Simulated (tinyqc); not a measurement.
Growth with time: grain growth, pinning, strength and diffusional creep of a polycrystal or thin film. Computed by tinyqc, a small Python program. Command: `OMP_NUM_THREADS=1 python tinyqc.py 3023170 3023171 out.jsonl grain walk`. One thread of a shared host (Intel(R) Xeon(R) Processor @ 2.30GHz), about 0.01 s of CPU time with the checks.

One mean grain size d describes the structure.

Inputs (values chosen for the exercise, modelled on tungsten):
```
quantity,value,unit
boundary energy gamma,1.2,J/m^2
mobility prefactor M0,4.7e-07,m^4/(J s)
activation energy of boundary motion Q_m,4.69,eV
anneal temperature T,1891,K
initial grain size d0,19,nm
particle volume fraction f,0.0053,-
particle radius r,1.6,nm
```

Sample: bulk.

Constants: k_B = 8.617333262e-05 eV/K.

Method. M = M0 exp(-Q_m/(k_B T)). The driving pressure is 2 gamma/d. Zener pinning pressure 3 f gamma/(2 r) stops growth at d_Z = 4 r/(3 f). The limit is d_lim = d_Z. dd/dt = 2 M gamma (1/d - 1/d_lim) integrates to 2 M gamma t = d_lim (d0 - d) + d_lim^2 ln[(d_lim - d0)/(d_lim - d)]; without pinning d^2 = d0^2 + 4 M gamma t.

limit d_lim = 402.516 nm

mobility M = 1.48797e-19 m^4/(J s)

At T:
```
t (s),free growth (nm),pinned growth (nm),d/d_lim
6.80e+02,29.1,28.59,0.07104
2.30e+03,44.8,43.24,0.10743
6.80e+03,72.2,68.05,0.16906
2.30e+04,129.6,116.09,0.28842
6.80e+04,221.2,182.69,0.45388
2.30e+05,405.8,282.47,0.70176
6.80e+05,697.2,366.37,0.91020
2.30e+06,1281.8,401.58,0.99769
```

What does the comparison show, and why?

The apparent exponent d ln d/d ln t of the pinned growth is at most about 0.44, below the ideal 1/2, and falls to 0.075 in the last rows: the initial size hides the law early and pinning hides it late.
